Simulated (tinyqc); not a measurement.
One level coupled to a phonon between two leads, self-consistent Born approximation: one step of the calculation.

Wide-band leads with mu_L = +V/2 and mu_R = -V/2; phonons in equilibrium, Nq = 1/(exp(w0/kB T) - 1). Scattering links only energies that differ by w0, so a ladder E_k = E1 + k w0 closes on itself; terms that reach past its ends are dropped. Gn and Gp are the electron and hole parts of the spectral function A = Gn + Gp.

Problem. Currents on the rungs. Spectral currents into the level: iL = GL [fL Gp - (1 - fL) Gn], iR = GR [fR Gp - (1 - fR) Gn].

Parameters, values chosen for the exercise:

| symbol | value | unit | meaning |
|---|---|---|---|
| GL | 25 | meV | coupling to the left lead |
| GR | 23 | meV | coupling to the right lead |

converged Gn, rung 0 to 6 (1/meV): [0.020141802, 0.032097162, 0.0035423425, 0.0012068798, 6.8651232e-6, 3.1294733e-10, 1.5345562e-14]
converged Gp, rung 0 to 6 (1/meV): [7.2299737e-5, 0.026148697, 0.0061259688, 0.0013751976, 0.0011574323, 6.8124124e-4, 4.4362993e-4]
fL, rung 0 to 6: [1, 1.0000000, 0.99999952, 0.99362337, 0.011590780, 8.8251202e-7, 6.6414993e-11]
fR, rung 0 to 6: [0.98840922, 0.0063766272, 4.8296331e-7, 3.6346239e-11, 2.7352977e-15, 2.0584945e-19, 1.5491549e-23]

Find: iL; iR; iL + iR; sum of iL.

Solution.

iL, rung 0 to 6: [0.0018, 0.6537, 0.1531, 0.0340, 0.0002, 0.0000, 0.0000]
iR, rung 0 to 6: [-0.0037, -0.7297, -0.0815, -0.0278, -0.0002, 0.0000, 0.0000]
iL + iR, rung 0 to 6: [-0.00192, -0.07597, 0.07168, 0.00621, 0.00001, 0.00000, 0.00000]
sum of iL = 0.8428

On a single rung iL + iR need not vanish (largest 0.076), since phonons move electrons between rungs; summed over the ladder it does.

Range of the model: The self-consistent Born approximation keeps only non-crossing phonon lines and no Hartree shift; it is rough once the coupling nears the phonon energy.

Computed by the program tinyqc: `OMP_NUM_THREADS=1 python tinyqc.py 2720120 2720121 out.jsonl`, one thread of a shared Intel Xeon 2.30GHz, about 0.1 s for the whole run.
